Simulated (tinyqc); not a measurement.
# On-chip interconnect, size-dependent resistivity and RC delay, step by step

Computed by the program tinyqc: `OMP_NUM_THREADS=1 python tinyqc.py 2100057 2100058 out.jsonl`, one thread of a shared Intel Xeon 2.30GHz, about 0.01 s for the whole run. Printed values are rounded.

A rectangular line between two neighbours and two ground planes. Surface and grain-boundary scattering are added to the bulk resistivity as corrections; capacitances are parallel-plate values without fringing; inductance is ignored.

Parameters, values chosen for the exercise; metal values close to those of copper: bulk resistivity rho0 = 1.69 uohm cm; bulk mean free path lam = 39.8 nm; specular share of surface scattering ps = 0; reflection coefficient of grain boundaries Rg = 0.34; grain size over the metal width gr = 1; drawn line width wd = 23 nm; aspect ratio, height over width AR = 1.5; liner on both walls and the bottom, not conducting tl = 2.1 nm; space to the neighbouring lines sp = 23 nm; dielectric height to the planes above and below hd = 46 nm; relative permittivity of the dielectric ek = 2.2; Miller factor of the neighbours Mf = 0; line length Lw = 11 um; driver resistance Rd = 570 ohm; load capacitance Cl = 1.4 fF; time step dt = 0.73 ps.

Constants: eps0 = 8.8541878128e-12 F/m. Results are converted to the units shown.

Range of the model: The metal width is under the mean free path, where the thick-limit surface term and the simple sum of corrections lose accuracy.

## Resistivity, resistance and capacitance per length

Metal width x = wd - 2 tl, height y = AR wd - tl; grain boundaries (Mayadas-Shatzkes): al = (lam/(gr x)) Rg/(1 - Rg), g = 1/[1 - 3 al/2 + 3 al^2 - 3 al^3 ln(1 + 1/al)] - 1; surfaces (Fuchs-Sondheimer, thick limit): s = (3/8) lam (1 - ps)(1/x + 1/y); rho = rho0 (1 + g + s); r = rho/(x y); c = eps0 ek (2 wd/hd + 2 Mf AR wd/sp).

x = 18.8 nm
y = 32.4 nm
al = 1.090587
g = 1.499782
s = 1.254531
rho = 6.344789 uohm cm
r = 104.1632 ohm/um
c = 0.01947921 fF/um

rho is 3.75 times the bulk value; grain boundaries add more (1.50 against 1.25). The liner takes 23.2 % of the cross-section.

## Ladder and Elmore delays

6 equal pi sections: series Rs = r Lw/6; node capacitances c Lw/6, halved at nodes 0 and 6, with Cl added to node 6; Rd feeds node 0. Elmore delay of node k: the sum, over the resistors on the path to k, of resistance times all capacitance downstream of it.

Rs = 190.9659 ohm

```
node      C (fF)  Elmore delay (ps)
0     0.01785595          0.9201347
1     0.03571189           1.224996
2     0.03571189           1.523037
3     0.03571189           1.814258
4     0.03571189           2.098660
5     0.03571189           2.376241
6       1.417856           2.647004
```

The far-end value equals Rd (c Lw + Cl) + r Lw (c Lw/2 + Cl) for any number of pi sections; the line resistance contributes 65.2 % of it.

## Step 1: node voltages after a time step

v at t = 0, node 0 to 6 (V): 0  0  0  0  0  0  0

A 1 V step is applied behind Rd at t = 0. C dv/dt = -G v + b, with G the conductance matrix of the ladder (1/Rs between neighbours, 1/Rd added at node 0) and b = (1 V/Rd, 0, ...). Trapezoidal step: (C/dt + G/2) v(new) = (C/dt - G/2) v + b.

v at t = 1 dt, node 0 to 6 (V): 1.303447  1.082259  0.881293  0.696793  0.525312  0.363646  0.208774

Node 0 overshoots the 1 V source: the trapezoidal rule rings on modes much faster than dt.

## Step 2: node voltages after a time step

As before.

v at t = 2 dt, node 0 to 6 (V): 0.3023622  0.3821328  0.4286008  0.4501442  0.4540602  0.4468298  0.4343592

## Course in time

A 1 V step is applied behind Rd at t = 0. C dv/dt = -G v + b, with G the conductance matrix of the ladder (1/Rs between neighbours, 1/Rd added at node 0) and b = (1 V/Rd, 0, ...). Trapezoidal step: (C/dt + G/2) v(new) = (C/dt - G/2) v + b. The last column solves the same ladder exactly by its modes.

Voltages (V):
```
t (ps)  node 0  node 3  node 6  node 6, exact
0.7300   1.303   0.697  0.2088         0.2269
1.460    0.302   0.450  0.4344         0.4173
2.190    1.297   0.810  0.5522         0.5608
2.920    0.486   0.709  0.6798         0.6690
3.650    1.282   0.872  0.7468         0.7505
4.380    0.599   0.856  0.8185         0.8120
5.110    1.266   0.906  0.8571         0.8583
5.840    0.671   0.940  0.8969         0.8932
6.570    1.249   0.926  0.9195         0.9195
7.300    0.718   0.986  0.9412         0.9393
8.030    1.234   0.939  0.9549         0.9543
8.760    0.750   1.011  0.9663         0.9655
```

The far end of the ladder reaches 0.5 V at 1.855 ps, 0.701 of its Elmore delay (ln 2 = 0.693 for a single pole); the slowest mode has a time constant of 2.582 ps. The largest error of the trapezoidal steps at that node is 18 mV. Node 0 swings up and down from step to step: the trapezoidal rule does not damp modes much faster than dt, so these swings are numerical.
